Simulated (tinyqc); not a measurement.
Cylindrical quantum wire: one step. The matching condition at a trial energy.

A cylinder of radius R, isotropic masses, c = hbar^2/2m0, k = sqrt(mw E/c), kappa = sqrt(mb (V0 - E)/c). State (n, m) is J_m(k r) inside and K_m(kappa r) outside; psi and psi'/m are continuous: (k/mw) J_m'(kR)/J_m(kR) = (kappa/mb) K_m'(kappa R)/K_m(kappa R).

Constants: hbar^2/2m0 = 3.80998211 eV angstrom^2.

Inputs chosen for the exercise (near those of an InGaAs wire in InP; shifted at random, so the results belong to these values and not to a real crystal):

| symbol | value | unit | meaning |
|---|---|---|---|
| R | 133 | angstrom | radius |
| V0 | 0.258 | eV | barrier height |
| mw | 0.0412 | m0 | mass inside |
| mb | 0.0808 | m0 | mass outside |
| E | 0.0169 | eV | trial energy |

Question. Both sides for the lowest state, with J_0' = -J_1 and K_0' = -K_1.

Give: k R; kappa R; left side; right side.

Answer.

k R = 1.7980
kappa R = 9.5103
left side = -0.5592 1/angstrom
right side = -0.9304 1/angstrom

The left side falls with E and the right side rises; here the left is the larger, so the level lies above the trial energy.

tinyqc: `OMP_NUM_THREADS=1 python tinyqc.py 1251551 1251552 out.jsonl`; about 0.03 s, one thread, shared Intel(R) Xeon(R) Processor @ 2.30GHz.
